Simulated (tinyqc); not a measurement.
# Bulk transistor, scale length and short-channel effects, step by step

Program tinyqc, `OMP_NUM_THREADS=1 python tinyqc.py 2420023 2420024 out.jsonl`; Intel Xeon 2.30GHz, shared host, one thread, about 0.01 s. Printed values are rounded.

A gate, an insulator of thickness ti and a depleted layer of depth ts on a conducting body. Below threshold the potential that source and drain add obeys Laplace's equation and vanishes on the gate and at the bottom of the depleted layer. Its lowest mode decays along the channel as exp(-k y); k is the smallest positive root of the matching condition at the interface, and the scale length is Lambda = pi/k.

Parameters, values chosen for the exercise; permittivities: semiconductor close to that of indium arsenide, insulator close to that of zirconium oxide: temperature T = 350 K; relative permittivity of the semiconductor eps_r = 15.1; relative permittivity of the insulator ei = 25.4; insulator thickness ti = 11 nm; depletion depth ts = 13 nm; channel length L = 40 nm; potential of the source Vbi = 0.93 V; potential of the barrier top at threshold sT = 0.5 V; long-channel threshold VTL = 0.27 V; long-channel body factor m = 1.5; drain voltage Vds = 1 V.

Constants: q = 1.602176634e-19 C, kB = 1.380649e-23 J/K, Vt = kB T/q. Results are converted to the units shown.

## Scan of the matching condition

k, point 0 to 7 (1/nm): 0.02625  0.0525  0.07875  0.105  0.13125  0.1575  0.18375  0.21

f(k) = eps_r sin(k ti) cos(k ts) + ei cos(k ti) sin(k ts).

f(k), point 0 to 7: 12.2004  19.8196  20.0349  12.8658  1.1662  -10.4718  -17.4809  -17.0730

The first change of sign lies between k = 0.13125 and 0.1575 1/nm.

## Iteration 1: decay constant by Newton steps

k at the start = 0.131250 1/nm

f(k) = eps_r sin(k ti) cos(k ts) + ei cos(k ti) sin(k ts); f' by a central difference with +/- 1e-5 1/nm; k(new) = k - f/f'.

f = 1.16616
f' = -476.036 nm
k after iteration 1 = 0.133700 1/nm

## Iteration 2: decay constant by Newton steps

As before.

f = 9.63764e-4
f' = -474.969 nm
k after iteration 2 = 0.133702 1/nm

## Course of the iteration: decay constant by Newton steps

Stop when k changes by less than 1e-10 1/nm, or after 30 iterations.

Course of the iteration:
```
iteration	k (1/nm)	|change| (1/nm)
1	0.133700	2.45e-3
2	0.133702	2.03e-6
3	0.133702	3.35e-12
```

Converged in 3 iterations. The change falls from 0.0024 in the first iteration to below the tolerance in the last.

## Scale length against simple estimates

k = 0.133702 1/nm

Lambda = pi/k and l = 1/k. A parabolic potential across the structure gives l(parabolic) = sqrt((eps_r/ei) ts ti).

Lambda = 23.4970 nm
l = 7.47933 nm
l(parabolic) = 9.22018 nm

The parabolic estimate is 23 % above l.

## Threshold shift, barrier position and swing

Along the channel psi(y) = s + a exp(y/l) + b exp(-y/l) with psi(0) = Vbi, psi(L) = Vbi + Vds and l = 1/k = Lambda/pi; with A = Vbi - s, B = A + Vds, x = exp(-L/l): a = (B - A x) x/(1 - x^2), b = (A - B x)/(1 - x^2). The minimum is s + 2 sqrt(a b), at y = (l/2) ln(b/a). The long-channel potential follows the gate as s = sT + (Vg - VTL)/m, and the threshold VT is the gate voltage at which the minimum equals sT. Swing = m Vt ln 10/g at threshold, g = d(minimum)/ds = 1 - (b x + a)/((1 + x) sqrt(a b)).

s at threshold = 0.372405 V
a = 0.00739753 V
b = 0.550197 V
position of the minimum = 16.1147 nm
VT = 0.0786080 V
swing = 123.460 mV/decade

The threshold lies 191 mV below the long-channel value, and the barrier top sits at 0.40 L from the source.
